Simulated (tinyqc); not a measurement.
Thermal boundary conductance by the acoustic and diffuse mismatch models: one step, computed by the program tinyqc. Command: `OMP_NUM_THREADS=1 python tinyqc.py 3027230 3027231 out.jsonl kapitza walk`. One thread of a shared host (Intel(R) Xeon(R) Processor @ 2.30GHz), about 0.01 s of CPU time with the checks.

Each side has one longitudinal and two transverse Debye branches, omega = v q up to q_D = (6 pi^2 n)^(1/3), with n counting all atoms. Scattering at the interface is elastic. Electrons are left out of G, also for metals. Melting is ignored. G refers to the temperatures of the phonons sent towards the interface. Linear branches over all atoms overstate G at high T, most for crystals with several atoms a cell.

Problem. Acoustic mismatch: transmission of each branch. No mode conversion. t(theta) = 4 Z_1 Z_2 cos(theta_1) cos(theta_2)/N^2, with N = Z_2 cos(theta_1) + Z_1 cos(theta_2) for L (the form for pressure waves) and N = Z_1 cos(theta_1) + Z_2 cos(theta_2) for both T branches (the form for shear waves polarised along the interface); sin(theta_2) = (v_2/v_1) sin(theta_1), and t = 0 beyond the critical angle arcsin(v_1/v_2); the mean over the incoming flux is alpha = 2 int t sin(theta_1) cos(theta_1) d theta_1 (64 Gauss-Legendre points).

Structure: superlattice.

Branches:

| branch | v (m/s) | cut-off (K) | Z (1e6 kg/(m^2 s)) |
|---|---|---|---|
| L, side 1 | 17800 | 2969.847 | 63.7240 |
| T, side 1 | 12800 | 2135.620 | 45.8240 |
| L, side 2 | 10700 | 1458.649 | 34.7750 |
| T, side 2 | 6290 | 857.467 | 20.4425 |

Give: Transmission.

Solution.

Transmission:

| branch | t at normal incidence | largest angle from side 1 (deg) | alpha, 1 to 2 | alpha, 2 to 1 |
|---|---|---|---|---|
| L | 0.9136 | 90 | 0.7824 | 0.2827 |
| T | 0.8533 | 90 | 0.9212 | 0.2225 |

For L waves from side 1 no critical angle exists; the mean is 0.78 against 0.91 at normal incidence. For T waves from side 1 no critical angle exists, and the mean 0.92 stays near the normal-incidence 0.85.
